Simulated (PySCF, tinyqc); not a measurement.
G0W0 on RHF in the sto-6g basis, for H3-, spin multiplicity 1, step by step. The basis has no diffuse functions, so it cannot describe the extra electron: this is an exercise in the method, not the real anion. The lowest restricted solution is unstable here: a spin-polarised one lies 0.1472 hartree lower (PySCF). One step of it, computed by the program tinyqc.

Task: Screening: direct RPA. With D = e_a - e_i and K = (ia|jb): diagonalise D^(1/2) (D + 4K) D^(1/2) = Z w^2 Z^T; X + Y = D^(1/2) Z w^(-1/2), each column of Z with its largest component positive (the first on a tie); E_c = (sum w - tr (D + 2K)) / 2.

orbital energies (hartree): [-0.213502, 0.702682, 1.033732]

Two-electron integrals over orbitals (pq|rs), unique and non-zero (hartree):
```
(11|11) 0.635470    (21|11) -0.022858   (21|21) 0.123600    (22|11) 0.591359
(22|21) 0.102774    (22|22) 0.724201    (31|31) 0.159973    (32|31) -0.078286
(32|32) 0.053907    (33|11) 0.627904    (33|21) -0.079342   (33|22) 0.532196
(33|33) 0.687714
```

Give: D^(1/2) (D + 4K) D^(1/2); excitation energies w; X + Y; RPA correlation energy.

Result:

D^(1/2) (D + 4K) D^(1/2) (hartree^2), order 1>3, 2>3:
```
[[2.3537, -0.2012],
 [-0.2012, 0.1810]]
```

excitation energies w (hartree): [0.4031, 1.5402]

X + Y, order 1>3, 2>3:
```
[[0.1609, 0.8961],
 [0.9024, -0.0424]]
```

RPA correlation energy = -0.031374 hartree
